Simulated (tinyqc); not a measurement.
Bottom-up copper filling of a trench by curvature-enhanced accelerator coverage. Inputs raised by 2 %, one at a time. Computed by tinyqc, a small Python program. Command: `OMP_NUM_THREADS=1 python tinyqc.py 3020291 3020292 out.jsonl superfill sens`. One thread of a shared host (Intel(R) Xeon(R) Processor @ 2.30GHz), about 0.2 s of CPU time with the checks.

A rectangular trench keeps vertical walls and a flat floor. An accelerator floats on the surface; where area is lost in the corners it is passed on to the floor.

Inputs (values chosen for the exercise, close to those used for damascene copper plating):

| quantity | value | unit |
|---|---|---|
| trench width w | 310 | nm |
| aspect ratio h/w | 3.1 | - |
| exchange current of the suppressed surface i_0 | 0.041 | mA/cm^2 |
| exchange current of the accelerated surface i_1 | 1.2 | mA/cm^2 |
| transfer coefficient alpha | 0.38 | - |
| overpotential eta | 0.17 | V |
| starting coverage theta_0 | 0.023 | - |
| adsorption rate k_a | 0 | 1/s |
| cupric ion concentration C | 0.63 | mol/l |
| diffusivity D | 5.2e-06 | cm^2/s |
| boundary layer delta | 35 | um |
| temperature T | 298 | K |

Constants: e = 1.602176634e-19 C; N_A = 6.02214076e+23 1/mol; k_B = 8.617333262e-05 eV/K.

Method. Kinetic current i_k = [i_0 (1 - theta) + i_1 theta] exp(alpha eta/(k_B T)), limit i_L = 2 F D C/delta, i = 1/(1/i_k + 1/i_L); velocity v = i Omega/(2F), Omega = 7.11 cm^3/mol, F = e N_A. Depletion inside the trench is ignored. Half width x, floor height y, depth h = aspect ratio x w. dx/dt = -v_s, dy/dt = v_b. d theta_b/dt = k_a (1 - theta_b) + [theta_s v_b + theta_b v_s]/x: the floor takes the accelerator of the wall it covers and keeps its own as it narrows. d theta_s/dt = k_a (1 - theta_s). theta_b is capped at 1. Integrate (tolerance 1e-9) until the walls meet (x = 0.02 w/2) or the floor passes the original mouth y = h. Start: x = w/2, y = 0, theta_b = theta_s = theta_0. Height filled = y/h, opening left = x/(w/2).

Runs:

| input moved | from | to | time at the end (s) | opening left, as a share of w | ratio v(1)/v(theta_0) | share of the height filled from the floor |
|---|---|---|---|---|---|---|
| base run | - | - | 494.72 | 0.02 | 16.465 | 0.60445 |
| aspect ratio h/w | 3.1 | 3.162 | 494.72 | 0.02 | 16.465 | 0.59260 |
| exchange current of the suppressed surface i_0 (mA/cm^2) | 0.041 | 0.04182 | 488.96 | 0.02 | 16.273 | 0.59747 |
| exchange current of the accelerated surface i_1 (mA/cm^2) | 1.2 | 1.224 | 490.73 | 0.02 | 16.634 | 0.61101 |
| overpotential eta (V) | 0.17 | 0.1734 | 470.56 | 0.02 | 16.405 | 0.60323 |
| starting coverage theta_0 | 0.023 | 0.02346 | 490.87 | 0.02 | 16.337 | 0.60770 |
| boundary layer delta (um) | 35 | 35.7 | 494.77 | 0.02 | 16.442 | 0.60398 |
| cupric ion concentration C (mol/l) | 0.63 | 0.6426 | 494.68 | 0.02 | 16.488 | 0.60492 |

Exponents ln(y'/y) / ln(x'/x):

| input | time at the end | opening left, as a share of w | ratio v(1)/v(theta_0) | share of the height filled from the floor |
|---|---|---|---|---|
| aspect ratio h/w | 0.000 | 0 | 0.000 | -1.000 |
| exchange current of the suppressed surface i_0 | -0.592 | 0 | -0.592 | -0.586 |
| exchange current of the accelerated surface i_1 | -0.408 | 0 | 0.515 | 0.545 |
| overpotential eta | -2.529 | 0 | -0.186 | -0.102 |
| starting coverage theta_0 | -0.395 | 0 | -0.395 | 0.270 |
| boundary layer delta | 0.005 | 0 | -0.072 | -0.040 |
| cupric ion concentration C | -0.005 | 0 | 0.071 | 0.039 |

To which inputs is each result most sensitive?

Among the inputs moved here: time at the end answers most in size to overpotential eta (exponent -2.529), next to exchange current of the suppressed surface i_0 (-0.592); its exponent is below 0.0005 for aspect ratio h/w. Opening left, as a share of w hardly depends on these (all exponents below 0.005). Ratio v(1)/v(theta_0) answers most in size to exchange current of the suppressed surface i_0 (exponent -0.592), next to exchange current of the accelerated surface i_1 (+0.515); its exponent is below 0.0005 for aspect ratio h/w. Share of the height filled from the floor answers most in size to aspect ratio h/w (exponent -1.000), next to exchange current of the suppressed surface i_0 (-0.586).

Caution (all rows): real profiles develop slanted corners, and accelerator is consumed; both are left out.
